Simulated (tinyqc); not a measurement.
From results back to parameters: donor-acceptor pair recombination. Three cases, with inputs chosen for the exercise.

Problem. The lines of two shells were computed from hidden eps and ED + EA.

h nu = Eg - ED - EA + q/(eps R), q = e^2/(4 pi eps0); shell j lies at R = a_lat sqrt(j/2) for the same sublattice and a_lat sqrt(j/2 - 5/16) for opposite ones (on the same sublattice shells 14, 30, 46, 56, 62, ... are empty, where 2j has the form 4^a (8b + 7)); rate W = W0 exp(-2R/aD) with the donor radius aD = q/(2 eps ED). Polarisation and overlap terms, which matter for close pairs, are left out.

Constants: e^2/(4 pi eps0) = 14.39964547 eV angstrom.

Find: R; eps; ED + EA.

Method. h nu against 1/R is a line of slope q/eps and intercept Eg - ED - EA.

Case 1.

Values chosen (near those of impurities in Ge; shifted at random, so the results belong to these values and not to a real crystal): a_lat = 5.658 angstrom (lattice constant); Eg = 0.743 eV (gap); kind = opposite (sublattices of donor and acceptor); j12 = (962, 1769) (two shells).

h nu (eV): 0.725141  0.723186

Solution.

R (angstrom): 124.05  168.24

eps = 15.6
ED + EA = 25 meV

Case 2.

Values chosen (near those of impurities in Ge; shifted at random, so the results belong to these values and not to a real crystal): a_lat = 5.658 angstrom (lattice constant); Eg = 0.737 eV (gap); kind = opposite (sublattices of donor and acceptor); j12 = (287, 788) (two shells).

h nu (eV): 0.727447  0.722070

Solution.

R (angstrom): 67.70  112.26

eps = 15.7
ED + EA = 23 meV

Case 3.

Values chosen (near those of impurities in GaAs; shifted at random, so the results belong to these values and not to a real crystal): a_lat = 5.653 angstrom (lattice constant); Eg = 1.506 eV (gap); kind = same (sublattices of donor and acceptor); j12 = (4607, 5029) (two shells).

h nu (eV): 1.477379  1.477200

Solution.

R (angstrom): 271.31  283.47

eps = 12.7
ED + EA = 33 meV

Computed by tinyqc, one run a case: `OMP_NUM_THREADS=1 python tinyqc.py N N+1 out.jsonl` with N = 1282028, 1282096, 1282141; one thread of a shared Intel(R) Xeon(R) Processor @ 2.30GHz, about 0.07 s a run at most.
